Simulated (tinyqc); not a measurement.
Two-valley model of the transferred-electron effect: one step, computed by the program tinyqc.

Both kinds of valley share one electron temperature T_e, and each has a constant mobility.

Question. First two iterations. Density-of-states ratio R = Z (m2/m1)^(3/2); n2/n1 = R exp(-dE/(k_B T_e)); mean mobility mu = (mu1 + mu2 n2/n1)/(1 + n2/n1); energy balance e mu F^2 = (3/2) k_B (T_e - T)/tau_E; v = mu F. Fixed point from T_e = T: T_out = T + (2/3) e mu(T_e) F^2 tau_E/k_B, T_new = T_e + mixing (T_out - T_e); stop when |T_out - T_e| is below 1e-6 K.

Inputs (values chosen for the exercise, for a model semiconductor):
```
quantity,value,unit
central-valley mass m1,0.033,m_0
satellite-valley mass m2,0.56,m_0
satellite valleys Z,6,-
valley separation dE,0.13,eV
central-valley mobility mu1,2700,cm^2/(V s)
satellite-valley mobility mu2,110,cm^2/(V s)
energy relaxation time tau_E,2,ps
lattice temperature T,77,K
electric field F,1.1,kV/cm
mixing,0.1,-
```

Solver: damped fixed point.

Constants: k_B = 8.617333262e-05 eV/K.

Give: T_out of iteration 1; T_e after iteration 1; mu at that T_e; T_e after iteration 2.

Answer.

T_out of iteration 1 = 127.5 K

T_e after iteration 1 = 82.05 K

mu at that T_e = 2700 cm^2/(V s)

T_e after iteration 2 = 86.60 K
